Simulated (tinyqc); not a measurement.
MOSFET in saturation, small-signal circuit and noise: two steps of the calculation.

Bias by the inversion coefficient IC = I/Ispec (charge-based model with velocity saturation; weak inversion below 0.1, strong above 10). Common-source circuit: gm, gds, Cgs, Cgd and Cj at the inner nodes, Rg in series with the gate; quasi-static, no source or drain resistance, no gate-body capacitance, no substrate network, no induced gate noise, so fmax is an upper estimate.

Values chosen for this exercise:
- T = 300 K (temperature)
- L = 65 nm (gate length)
- W = 20 um (total gate width)
- Cox = 1.95 uF/cm^2 (gate capacitance)
- mu = 130 cm^2/(V s) (mobility)
- n = 1.39 (slope factor)
- Ls = 10 nm (velocity-saturation length)
- sg = 0.063 (ratio gds/gm)
- IC = 19 (inversion coefficient)
- f = 20 GHz (signal frequency)

Constants: q = 1.602176634e-19 C, kB = 1.380649e-23 J/K, Vt = kB T/q. Results are converted to the units shown.

Problem 1. Current, transconductance and gain. Ispec = 2 n mu Cox (W/L) Vt^2, lc = Ls/L, gms = [sqrt((lc IC + 1)^2 + 4 IC) - 1]/[2 + lc (lc IC + 1)], gm = gms Ispec/(n Vt), gds = sg gm.

Wanted: Ispec; I; gms; gm; gds; gm/I.

Solution 1.

Ispec = 144.92 uA
I = 2753.5 uA
gms = 3.2878
gm = 13.259 mS
gds = 0.83533 mS
gm/I = 4.8155 1/V

Problem 2. Current gain and unilateral power gain. |h21| = |Y21/Y11|; U = |Y21 - Y12|^2/(4 [Re Y11 Re Y22 - Re Y12 Re Y21]). Extrapolated at 20 dB a decade: f |h21| and f sqrt(U).

Y with Rg (mS):
```
                         1                        2
1   0.06473963+3.77098022i  -0.01639123-0.95476276i
2  13.23893474-1.18232825i   0.84047086+2.72161592i
```

Give: |h21|; U; f |h21|; f sqrt(U).

Solution 2.

|h21| = 3.524
U = 161.9
f |h21| = 70.48 GHz
f sqrt(U) = 254.5 GHz

Program tinyqc, `OMP_NUM_THREADS=1 python tinyqc.py 2150120 2150121 out.jsonl`; Intel Xeon 2.30GHz, shared host, one thread, about 0.01 s.
